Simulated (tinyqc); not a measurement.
## Stacked nanosheet transistor, parasitic resistance, capacitance and delay: what each parasitic element costs

Ns sheets share one contact on top; each has perimeter p = 2 (Ws + ts) and cross-section A = Ws ts; contact width Wc = Ws + 10 nm, stack height Hs = Ns pv. Sheet 1 is the top one. Contact length Lc = CPP - Lg - 2 Lsp, shared by two neighbouring gates. Source and drain sides are equal. The formulas are first-order estimates, not field solutions.

Epitaxy sheet resistance Rsh = re/te, transfer length LT = sqrt(rc/Rsh), contact Rc = [sqrt(rc Rsh)/Wc] coth(Lc/(2 LT)); extension of one sheet Rx = rx Lsp/A. With N sheets: gate Cg = Cinv p N Lg; per side, plate Cp = ks eps0 [Wc (Hs + Hc) - N A]/Lsp, top fringe Cf = (2/pi) ks eps0 Wc ln(1 + Lg/(2 Lsp)), overlap Co = Cinv p N Lov. One sheet: I = p Q vx u/(1 + |u|^1.8)^(1/1.8), Q = Cinv n Vt ln(1 + exp((Vg' - VT + dl Vd')/(n Vt))), u = Vd' mu/(vx Lg), Vg' = Vgs - v, Vd' = Vds - 2 v, with the drop on each side v_j = Rc sum I + rv (sum over levels k = 2..j of the current of sheets k..Ns) + Rx I_j. Ieff = [I(Vgs = Vdd, Vds = Vdd/2) + I(Vdd/2, Vdd)]/2, total currents. With Cs = Cp + Cf + Co, the load of an inverter of two such devices driving an equal one is CL = 2 (Cg + 2 Cs) + 4 Cs + Cw (own drains counted twice for the Miller effect); delay CL Vdd/(2 Ieff). Each row removes one element and keeps the rest.

Parameters, values chosen for the exercise; values close to those of silicon logic devices:

| symbol | value | unit | meaning |
|---|---|---|---|
| T | 300 | K | temperature |
| Ns | 4 |  | number of sheets |
| Ws | 20 | nm | sheet width |
| ts | 6 | nm | sheet thickness |
| pv | 18 | nm | vertical pitch of the sheets |
| rv | 47 | ohm | vertical resistance between sheet levels |
| CPP | 60 | nm | contacted gate pitch |
| Lg | 14 | nm | gate length |
| Lsp | 8 | nm | spacer length |
| ks | 4 |  | relative permittivity of the spacer |
| Hc | 15 | nm | gate height above the channel stack |
| rc | 9.2e-10 | ohm cm^2 | contact resistivity |
| re | 0.00026 | ohm cm | resistivity of the source-drain epitaxy |
| te | 30 | nm | current-carrying depth of the epitaxy |
| rx | 0.0016 | ohm cm | resistivity of the extension |
| Lov | 1.5 | nm | gate overlap |
| Cinv | 3.4 | uF/cm^2 | inversion capacitance |
| vx | 1.2e7 | cm/s | injection velocity |
| mu | 270 | cm^2/(V s) | apparent mobility |
| VT | 0.25 | V | threshold at zero drain voltage |
| dl | 0.039 | V/V | barrier lowering |
| n | 1.12 |  | subthreshold factor |
| Cw | 0.24 | fF | wire load |
| Vdd | 0.75 | V | supply voltage |

Constants: q = 1.602176634e-19 C, kB = 1.380649e-23 J/K, eps0 = 8.8541878128e-12 F/m, Vt = kB T/q. Results are converted to the units shown.

One element removed at a time:

|  | Ieff (uA) | CL (aF) | delay (ps) |
|---|---|---|---|
| as given | 173.5 | 601.7 | 1.301 |
| no contact resistance | 211.2 | 601.7 | 1.068 |
| no extension resistance | 220.3 | 601.7 | 1.024 |
| no vertical resistance | 180.1 | 601.7 | 1.253 |
| air spacer (ks = 1) | 173.5 | 542.6 | 1.173 |
| no overlap | 173.5 | 516.9 | 1.117 |
| no wire | 173.5 | 361.7 | 0.7820 |

What does the table show?

Gains in delay, largest first: no wire 40 %, no extension resistance 21 %, no contact resistance 18 %, no overlap 14 %, air spacer (ks = 1) 9.8 %, no vertical resistance 3.7 %.

tinyqc, about 0.08 s, one thread, Intel Xeon 2.30GHz (shared host): `OMP_NUM_THREADS=1 python tinyqc.py 2170148 2170149 out.jsonl`
